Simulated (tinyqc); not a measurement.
## Trap density from one capacitance

Inverse problem. Traps spread evenly through the insulator exchange electrons with the semiconductor by tunnelling, with tau(x) = t0 exp(2 ka x) at depth x from the interface. The admittance per area Y seen at depth x obeys dY/dx = -Y^2/(i w eps0 eox) + q Nb ln(1 + i w tau)/tau, with Y(0) = i w Cs and w = 2 pi f; the gate sees Y(tox) = G + i w C. Working variable y = Y/(i w), in uF/cm^2. Cox = eps0 eox/tox. Find Nb and G/w.

Parameters, values chosen for the exercise: relative permittivity of the insulator eox = 19.4; insulator thickness tox = 5.5 nm; semiconductor capacitance in accumulation Cs = 3.8 uF/cm^2; decay constant of the wave function in the insulator ka = 4.7 1/nm; time constant of a trap at the interface t0 = 1e-9 s; frequency f = 1000 Hz.

Constants: q = 1.602176634e-19 C, eps0 = 8.8541878128e-14 F/cm where lengths are in cm. Results are converted to the units shown.

C = 2.3188821 uF/cm^2

Answer. C rises steadily with Nb, so one density matches; in practice ka and t0 must come from the frequency dependence.

Nb = 1.400e20 cm^-3 eV^-1
G/w = 0.07451 uF/cm^2

Program tinyqc, `OMP_NUM_THREADS=1 python tinyqc.py 2202184 2202185 out.jsonl`; Intel Xeon 2.30GHz, shared host, one thread, about 0.4 s.
